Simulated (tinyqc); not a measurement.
What moves the results: two-band massive Dirac model of the K valleys. A value that a table varies takes the place of the one given here.

Basis (conduction, valence): H = [[D/2, a t (tau kx - i ky)], [a t (tau kx + i ky), -D/2 + lam tau sz]], valley tau = +/-1, spin sz = +/-1. The gap of a spin and valley is G = D - lam tau sz. Berry curvature Omega = curl of i<u|grad u>; for the conduction band Omega_c = -tau 2 a^2 t^2 G/(G^2 + 4 a^2 t^2 k^2)^(3/2), and Omega_v = -Omega_c.

Constants: hbar^2/2m0 = 3.80998211 eV angstrom^2.

Parameters, chosen for this exercise (near those used for monolayer MoSe2; shifted at random, so the results belong to these values and not to a real crystal): a = 3.321 angstrom (lattice constant); D = 1.58 eV (gap parameter); t = 0.96 eV (effective hopping); lam = 0.095 eV (half the valence spin splitting).

## Away from the valley

Flavour tau = +1, sz = +1. Parabolic transition energy G + 2 a^2 t^2 k^2/G; degree of circular polarisation eta = 2 cos(theta)/(1 + cos^2(theta)). The last column is the Berry flux of the conduction band inside |k|, over 2 pi: -(1 - cos(theta))/2, cos(theta) = G/(transition energy).

Along |k|:
```
|k| (1/angstrom)  transition (eV)  parabolic (eV)  Omega_c (angstrom^2)     eta  flux/2 pi
0.000                      1.4850          1.4850                -9.218  1.0000     0.0000
0.025                      1.4935          1.4936                -9.061  1.0000    -0.0029
0.050                      1.5188          1.5192                -8.616  0.9997    -0.0111
0.075                      1.5601          1.5620                -7.950  0.9988    -0.0241
0.100                      1.6161          1.6219                -7.152  0.9964    -0.0406
0.150                      1.7664          1.7930                -5.478  0.9851    -0.0796
0.200                      1.9574          2.0326                -4.025  0.9630    -0.1207
0.300                      2.4217          2.7170                -2.126  0.8913    -0.1934
```

The curvature halves at |k| = 0.178 1/angstrom, where 2 a t k = 0.766 G. At 0.3 the parabola is 295 meV too high, eta has fallen only to 0.891, and the flux has reached -0.193 of the -1/2 that a whole cone holds. The real bands leave this model beyond about 0.1 to 0.2 1/angstrom, where trigonal warping and other bands enter.

## Hole doping of the spin-split valence bands

The Fermi level lies E below the top of the valence band. kF for the upper and lower band of valley +1 from the two-band energy; each flavour holds kF^2/(4 pi) holes per area and both valleys count. Spin polarisation within one valley; Berry flux removed from valley +1, the sum of (1 - cos(theta_F))/2 with cos(theta_F) = G/sqrt(G^2 + 4 a^2 t^2 kF^2), in units of 2 pi.

Holes:
```
E (meV)  kF upper (1/angstrom)  kF lower  p (1e12/cm^2)  spin polarisation in a valley  flux/2 pi
23.8                    0.0594    0.0000           5.61                          1.000     0.0155
47.5                    0.0846    0.0000          11.40                          1.000     0.0301
95.0                    0.1215    0.0000          23.50                          1.000     0.0567
142.5                   0.1511    0.0000          36.31                          1.000     0.0805
180.5                   0.1720    0.0000          47.07                          1.000     0.0978
209.0                   0.1866    0.0563          60.48                          0.833     0.1209
285.0                   0.2228    0.1286         105.32                          0.500     0.1896
380.0                   0.2641    0.1867         166.45                          0.333     0.2617
```

Up to E = 2 lam = 190 meV, a density of 49.8e12/cm^2, only the upper band of this model is emptied and each valley is fully spin-polarised, oppositely in the two. Beyond it the polarisation falls, to 0.33 in the last row. The flux, times e^2/h, is in size the change of the Hall conductivity of one valley; the other valley cancels it in the charge current. Rows with kF above about 0.2 1/angstrom lie beyond the range of the model, and in real layers the valley at Gamma, close below in MoS2 and WS2, can take holes as well.

## What each parameter does

Flavour tau = sz = +1 at k = 0: gap G, mass c G/(a t)^2 with c = hbar^2/2m0, Omega_c, and the B - A splitting 2 lam. Each row changes one parameter from the base and keeps the others.

Results:
```
case                 G (eV)  mass (m0)  Omega_c (angstrom^2)  B - A (eV)
base                 1.4850     0.5566                -9.218      0.1900
a = 3.3874 angstrom  1.4850     0.5350                -9.591      0.1900
D = 1.738 eV         1.6430     0.6159                -7.531      0.1900
t = 0.864 eV         1.4850     0.6872                -7.467      0.1900
lam = 0.1425 eV      1.4375     0.5388                -9.838      0.2850
```

The largest shifts from the base row, up to three for each result and ties (the steps differ in size, so this ranks the rows, not the parameters). G (eV): D +0.1580, lam -0.0475; unchanged at the printed digits by a and t. mass (m0): t +0.1306, D +0.0592, a -0.0216. Omega_c (angstrom^2): t +1.752, D +1.688, lam -0.619. B - A (eV): lam +0.0950; unchanged at the printed digits by a, D and t. The mass goes as G/(a t)^2 and the curvature as (a t)^2/G^2, so their product is -2c/G.

Computed by tinyqc, a small Python program: `OMP_NUM_THREADS=1 python tinyqc.py 1450984 1450985 out.jsonl` (the numbers bound the seed that draws the inputs); one thread of a shared host (Intel(R) Xeon(R) Processor @ 2.30GHz), about 0.01 s for the whole set of steps.
